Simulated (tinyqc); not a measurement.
# Reflectance at normal incidence against thickness

Normal incidence on air, film (n1) and substrate (N2 = n2 - i k2): r01 = (1 - n1)/(1 + n1), r12 = (n1 - N2)/(n1 + N2), amplitude (r01 + r12 X)/(1 + r01 r12 X), X = exp(-4 pi i n1 d/lam), R its squared modulus, phase from 0 to 360 degrees.

Values chosen for this exercise:
```
symbol,value,unit,meaning
lam,800,nm,wavelength
n1,1.294,,index of the transparent film
n2,3.692,,index of the substrate
k2,0.0065,,extinction coefficient of the substrate
```

Results:

| d (nm) | R (%) | phase of the reflected amplitude (degrees) |
|---|---|---|
| 0 | 32.92 | 179.9 |
| 39 | 30.65 | 146.0 |
| 116 | 17.49 | 60.47 |
| 155 | 14.14 | 359.2 |
| 194 | 17.66 | 298.1 |
| 232 | 24.72 | 251.3 |
| 271 | 30.76 | 213.1 |
| 310 | 32.92 | 179.2 |

Estimate the missing row, d = 78 nm.

Computed row:

| d (nm) | R (%) | phase of the reflected amplitude (degrees) |
|---|---|---|
| 78 | 24.53 | 107.6 |

With this row back in the table: R goes from 32.9 through a minimum of 14.1 (at d = 155 nm among the rows listed) to 32.9 %. At a quarter wave, d = 155 nm, R = 14.1 %; for a transparent substrate it would vanish for n1 = sqrt(n2) = 1.92.

Program tinyqc, `OMP_NUM_THREADS=1 python tinyqc.py 2870217 2870218 out.jsonl`; Intel Xeon 2.30GHz, shared host, one thread, about 0.4 s.
